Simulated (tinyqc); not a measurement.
Inside a calculation. Model: round nanowire with a gate all round, subbands and threshold shift from confinement.

Numbers from tinyqc (`OMP_NUM_THREADS=1 python tinyqc.py 2350063 2350064 out.jsonl`; about 0.2 s on one thread of a shared Intel Xeon 2.30GHz). Printed values are rounded.

Undoped body with a flat potential across it, hard walls, transport along x. Three valley pairs (g = 2 each) with the longitudinal mass along x, y or z. Non-parabolicity enters the subband edges through E (1 + al E) = gamma, so E = 2 gamma/(1 + sqrt(1 + 4 al gamma)); motion within a subband is taken as parabolic with the band-edge mass. Energies are counted from the bulk band edge.

Parameters, values chosen for the exercise; masses close to those of silicon:

| symbol | value | unit | meaning |
|---|---|---|---|
| T | 400 | K | temperature |
| ml | 0.914 | m0 | longitudinal mass |
| mt | 0.19 | m0 | transverse mass |
| al | 0 | 1/eV | non-parabolicity |
| t | 8.3 | nm | diameter |
| dl | 0.3 | nm | widening of the box by penetration into the insulator |

Constants: q = 1.602176634e-19 C, kB = 1.380649e-23 J/K, hbar = 1.054571817e-34 J s, m0 = 9.1093837015e-31 kg, Vt = kB T/q, hbar^2/(2 m0) = 0.0380998212 eV nm^2. Results are converted to the units shown.

Range of the model: For the strongly anisotropic y and z valleys the mean inverse mass serves only for l = 0; pairs with l > 0 really split widely.

## Lowest subbands

gamma = C (2 z/(t + dl))^2 (1/my + 1/mz)/2, z the zeros of the Bessel functions J_l (2.404826, 3.831706, 5.135622, 5.520078, ...), twofold for l > 0; the mean inverse mass is an approximation for anisotropic valleys, C = hbar^2/(2 m0). List the 5 lowest, labelled by valley axis and quantum numbers, with degeneracy g and N_k: N_k = g sqrt(2 mx m0 kB T/(pi hbar^2)).

```
subband,E_k (eV),g,N_k (cm^-1)
"y0,1",0.0378785,2,4.67829e6
"z0,1",0.0378785,2,4.67829e6
"x0,1",0.0627191,2,1.02608e7
"y1,1",0.0961634,4,9.35657e6
"z1,1",0.0961634,4,9.35657e6
```

## Threshold shift

Each subband has N_k = g sqrt(2 mx m0 kB T/(pi hbar^2)); without degeneracy n = exp(EF/Vt) sum N_k exp(-E_k/Vt). Classical value Nc times pi t^2/4, Nc = sum over valleys of 2 g (m m0 kB T/(2 pi hbar^2))^1.5 with m = (mx my mz)^(1/3). Threshold shift dVT = Vt ln(classical value/sum N_k exp(-E_k/Vt)). Use the subbands listed.

shares, subband y0,1 to z1,1 (%): [26.2861, 26.2861, 28.0443, 9.6917, 9.6917]
sum N_k exp(-E_k/Vt) = 5.93079e6 cm^-1
Nc = 4.21074e19 cm^-3
classical value = 2.27826e7 cm^-1
dVT = 46.3903 mV

With all subbands dVT = 44.30 mV. The lowest edge lies at 37.9 meV; dVT is larger than that, since sum N_k exp(-(E_k - E_1)/Vt) falls short of the classical value.
